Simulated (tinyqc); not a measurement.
# Ballistic Schottky-barrier transistor with a one-dimensional channel, WKB contacts, step by step

Program tinyqc, `OMP_NUM_THREADS=1 python tinyqc.py 2390024 2390025 out.jsonl`; Intel Xeon 2.30GHz, shared host, one thread, about 0.02 s. Printed values are rounded.

Source Fermi level 0, drain Fermi level -Vd. Far from the contacts Ec = pn - psi, and the gate moves psi one to one; the band edges relax as exp(-x/lam) from pn at the source and pn - Vd at the drain; Ev = Ec - Eg. A carrier of energy w inside the channel band meets at a contact a barrier of height D (the contact edge beyond the channel edge): T = 1 for w >= D, else exp(-S), S = 4 lam sqrt(m/C) [sqrt(D - w) - sqrt(w) arctan sqrt((D - w)/w)], C = hbar^2/(2 m0). The two contacts combine as Ts Td/(Ts + Td - Ts Td).

Inputs (values chosen for the exercise); channel values close to those of a carbon nanotube: temperature T = 300 K; band gap Eg = 0.559 eV; barrier for electrons at both contacts pn = 0.35 eV; electron mass mn = 0.061 m0; hole mass mp = 0.061 m0; valleys or subbands g = 2; screening length at the contacts lam = 1.9 nm; drain bias Vd = 0.05 V; band shift psi of the channel by the gate ps = 0.26 V; energy of one carrier inside the channel band w0 = 0.11 eV; upper end of the grid wm = 0.44 eV; points of the grid nE = 13.

Constants: q = 1.602176634e-19 C, kB = 1.380649e-23 J/K, hbar = 1.054571817e-34 J s, h = 6.62607015e-34 J s, m0 = 9.1093837015e-31 kg, Vt = kB T/q, hbar^2/(2 m0) = 0.0380998212 eV nm^2. Results are converted to the units shown.

Range of the model: No scattering, image-force lowering, channel charge or band-to-band tunnelling; parabolic kappa overstates S deep in the gap.

## Band edges and barriers

Electrons: Ds = psi, Dd = psi - Vd, Es = Ec, Ed = Ec + Vd. Holes: Ds = -psi, Dd = Vd - psi, Es = -Ev, Ed = -Ev - Vd. The size of each current is taken; both flow from drain to source and add.

Ec = 0.09 eV
Ev = -0.469 eV
D for electrons (eV): source 0.2600000, drain 0.2100000
D for holes (eV): source -0.2600000, drain -0.2100000

A negative D is no barrier. Here the electrons carry the larger current.

## Transmission of one of the electrons

S and T at both contacts for w = w0, and the tunnelling distance lam ln(D/w) at the higher barrier.

S at the source = 0.9731610
S at the drain = 0.6119977
combined T = 0.2864995
tunnelling distance = 1.634382 nm

## Current of the electrons on a coarse grid

I = g (2 q^2/h) int T(w) [f(Es + w) - f(Ed + w)] dw, f(y) = 1/(1 + exp(y/Vt)). Electrons: Ds = psi, Dd = psi - Vd, Es = Ec, Ed = Ec + Vd. Holes: Ds = -psi, Dd = Vd - psi, Es = -Ev, Ed = -Ev - Vd. The size of each current is taken; both flow from drain to source and add. Simpson's rule on nE equally spaced w from 0 to wm.

```
point     w (eV)           Ts          Td            T  size of the supply difference
0      0.0000000  0.007420772  0.01219372  0.004634645                     0.02541973
1      0.0366667   0.09432757   0.1488258   0.06127218                    0.006318219
2      0.0733333    0.2182278   0.3292733    0.1510720                    0.001539630
3      0.1100000    0.3778866   0.5422665    0.2864995                    3.733553e-4
4      0.1466667    0.5589852   0.7565353    0.4737605                    9.043028e-5
5      0.1833333    0.7414890   0.9322868    0.7035967                    2.189681e-5
6      0.2200000    0.9000584           1    0.9000584                    5.301730e-6
7      0.2566667    0.9976179           1    0.9976179                    1.283651e-6
8      0.2933333            1           1            1                    3.107955e-7
9      0.3300000            1           1            1                    7.524921e-8
10     0.3666667            1           1            1                    1.821919e-8
11     0.4033333            1           1            1                    4.411194e-9
12     0.4400000            1           1            1                    1.068030e-9
```

current = 0.005156061 uA

A converged quadrature gives 0.005357 uA; this grid is 3.8 % below that. 0.0844 % of it passes over both barriers, the rest tunnels. The other carrier adds 3.13e-7 uA.
